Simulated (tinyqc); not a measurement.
One electron in a tunnel-coupled double dot: charge qubit, sensing and quantum capacitance: coherence against detuning.

Basis (left, right), H = [[ep/2, tc], [tc, -ep/2]], splitting Om = sqrt(ep^2 + 4 tc^2), ep = al times the gate voltage. In equilibrium the electron is on the right with the chance P_R = [1 + (ep/Om) tanh(Om/2 kB T)]/2.

Noise in ep shifts Om by (ep/Om) d + (2 tc^2/Om^3) d^2. For Gaussian d of deviation se the spread of Om is sqrt[(ep se/Om)^2 + 2 (2 tc^2 se^2/Om^3)^2], and T2* is estimated as sqrt(2) hbar/spread; Om T2*/h counts the oscillations within T2*.

Inputs (values chosen for the exercise): tunnel coupling tc = 45 ueV; deviation of quasi-static detuning noise se = 9.2 ueV.

Constants: q = 1.602176634e-19 C, hbar = 1.054571817e-34 J s, h = 6.62607015e-34 J s. Results are converted to the units shown.

Result of one run:
```
ep (ueV)  Om (ueV)  T2* (ns)  oscillations within T2*
0            90.00     1.400                    30.46
```

What becomes of these results when the detuning ep is changed from 0 to 270 ueV, all else the same?

Result of the changed run:
```
ep (ueV)  Om (ueV)  T2* (ns)  oscillations within T2*
270          284.6    0.1067                    7.340
```

The whole series:
```
ep (ueV)  Om (ueV)  T2* (ns)  oscillations within T2*
0            90.00     1.400                    30.46
2.2          90.03     1.327                    28.89
4.5          90.11     1.155                    25.16
9            90.45    0.8269                    18.08
18           91.78    0.4873                    10.82
36           96.93    0.2692                    6.309
68           112.8    0.1675                    4.569
140          166.4    0.1203                    4.840
270          284.6    0.1067                    7.340
```

T2* falls from 1.40 to 0.107 ns, towards sqrt(2) hbar/se = 0.101 ns far from the anticrossing; the first row is 13.1 times the last. First and second order are equal near ep = sqrt(2) se/2 = 6.51 ueV.

Numbers from tinyqc (`OMP_NUM_THREADS=1 python tinyqc.py 2470002 2470003 out.jsonl`; about 0.01 s on one thread of a shared Intel Xeon 2.30GHz).
